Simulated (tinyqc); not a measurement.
# Raman shift of the zone-centre optical phonon of a diamond-structure crystal under stress, step by step

A worked calculation. Computed by tinyqc, a small Python program that keeps every step. Command: `OMP_NUM_THREADS=1 python tinyqc.py 3027140 3027141 out.jsonl ramanstress walk`. One thread of a shared host (Intel(R) Xeon(R) Processor @ 2.30GHz), about 0.01 s of CPU time with the checks. Intermediate numbers are printed to about 5 digits and carried at full precision; extremes and crossings named in words are read from the listed rows.

Axes x, y, z are the cube axes. Strain shifts the threefold optical mode and can split it; p, q and r are the phonon deformation potentials.

Inputs (values chosen for the exercise, modelled on silicon): unstrained frequency omega_0 = 520.8 1/cm; p/omega_0^2 = -1.83; q/omega_0^2 = -2.28; r/omega_0^2 = -0.7; C11 = 164.5 GPa; C12 = 63.38 GPa; C44 = 80.46 GPa; stress sigma (tension positive) = 2.8 GPa; polarisation angle phi = 20 degree; temperature coefficient d omega/dT = -0.021 1/(cm K); local temperature T = 360 K; laser wavelength = 632.8 nm.

Stress state: biaxial. Axis: [001].

Constants: h = 6.62607015e-34 J s; c = 299792458 m/s; k_B = 1.380649e-23 J/K.

## Compliances

S11 = (C11 + C12)/D, S12 = -C12/D, D = (C11 - C12)(C11 + 2 C12), S44 = 1/C44.

S11 = 7.7373 1/TPa

S12 = -2.1520 1/TPa

S44 = 12.429 1/TPa

## Stress and strain tensors

Equal biaxial stress in the plane normal to the axis (unit vector n): sigma_ij = sigma (delta_ij - n_i n_j). eps_xx = S11 sigma_xx + S12 (sigma_yy + sigma_zz), and cyclic; eps_xy = S44 sigma_xy/2 (tensor strain).

stress (GPa), rows x, y, z:
$$\begin{pmatrix}
2.8 & 0.0 & 0.0 \\
0.0 & 2.8 & 0.0 \\
0.0 & 0.0 & 0.0
\end{pmatrix}$$

strain (per mille), rows x, y, z:
$$\begin{pmatrix}
15.639 & 0.000 & 0.000 \\
0.000 & 15.639 & 0.000 \\
0.000 & 0.000 & -12.051
\end{pmatrix}$$

volume strain = 19.227 per mille

Caution: strains above about 1 % call for terms beyond linear order.

## Secular matrix and shifts

Secular matrix: M_xx = p eps_xx + q (eps_yy + eps_zz), M_xy = 2 r eps_xy; its eigenvalues are omega^2 - omega_0^2, and the shifts are these over 2 omega_0.

M/(2 omega_0) (1/cm), rows x, y, z:
$$\begin{pmatrix}
-9.583 & 0.000 & 0.000 \\
0.000 & -9.583 & 0.000 \\
0.000 & 0.000 & -12.827
\end{pmatrix}$$

shifts, in rising order (1/cm): [-12.827, -9.583, -9.583]

The triplet splits into a singlet and a doublet. Tension softens every mode.

## Mean shift and Grueneisen parameter

gamma = -(p + 2q)/(6 omega_0^2); the mean of the three shifts is -gamma omega_0 x (volume strain).

mode Grueneisen parameter gamma = 1.065

mean shift = -10.664 1/cm

## The line seen from a (001) surface

Backscattering from a (001) surface: incident polarisation (cos phi, sin phi, 0). With Raman tensors (R_z)_xy = (R_z)_yx = 1 and cyclic, only the z component u_z of a mode counts: I = u_z^2 sin^2(2 phi) for parallel and u_z^2 cos^2(2 phi) for crossed polarisers. An unresolved line sits at the intensity-weighted shift, which is M_zz/(2 omega_0).

total intensity, parallel = 0.41318

total intensity, crossed = 0.58682

shift of the observed line = -12.827 1/cm

shift per stress = -4.5812 1/(cm GPa)

stress per shift = -218.28 MPa cm

The z-polarised mode is an eigenmode here, so one line is seen.

## The same stress in different states

Uniaxial: sigma n n^T; biaxial: sigma (1 - n n^T); hydrostatic: sigma 1. The line seen from (001) is taken as unresolved, at the intensity-weighted shift M_zz/(2 omega_0).

Shifts (1/cm):
```
state                   lowest   middle  highest  line seen from (001)
uniaxial [100]          -6.414   -6.414   -3.169                -6.414
uniaxial [110]          -7.963   -6.414   -1.620                -6.414
uniaxial [001]          -6.414   -6.414   -3.169                -3.169
uniaxial [111]          -9.561   -3.218   -3.218                -5.332
biaxial, normal [001]  -12.827   -9.583   -9.583               -12.827
biaxial, normal [111]  -12.779  -12.779   -6.435               -10.664
hydrostatic            -15.996  -15.996  -15.996               -15.996
```

Seen from (001), uniaxial stress along [100] and along [110] give the same shift (-6.414), and equal biaxial stress in the plane gives twice as much (-12.827), since only sigma_xx + sigma_yy and sigma_zz enter M_zz. Stress along [001] gives -3.169. One measured shift therefore fixes the stress only once its state is assumed: read as uniaxial in the plane, a shift implies twice the stress that it does read as biaxial. In the two [111] rows the modes seen are split by 6.3 per cm, more than a line width, so two lines appear there in place of one.

## Heating mistaken for stress

A temperature above 300 K shifts the line by (d omega/dT)(T - 300 K); divided by the shift per stress it poses as a stress; the total shift adds it to the shift of the observed line. The anti-Stokes to Stokes ratio is [(omega_L + omega_0)/(omega_L - omega_0)]^3 exp(-h c omega_0/(k_B T)) in photon counts, omega_L = 1/wavelength, resonance effects left out.

thermal shift = -1.26 1/cm

apparent stress from heating = 0.27504 GPa

total shift = -14.087 1/cm

anti-Stokes/Stokes ratio = 0.15204

Heating poses as tension, 10 % of the true stress in size; the intensity ratio gives T apart from the shift.

Checks made by the program: mean of the eigenvalues against the trace rule (relative difference below 1e-10); weighted mean of the modes against M_zz (relative difference below 1e-10).
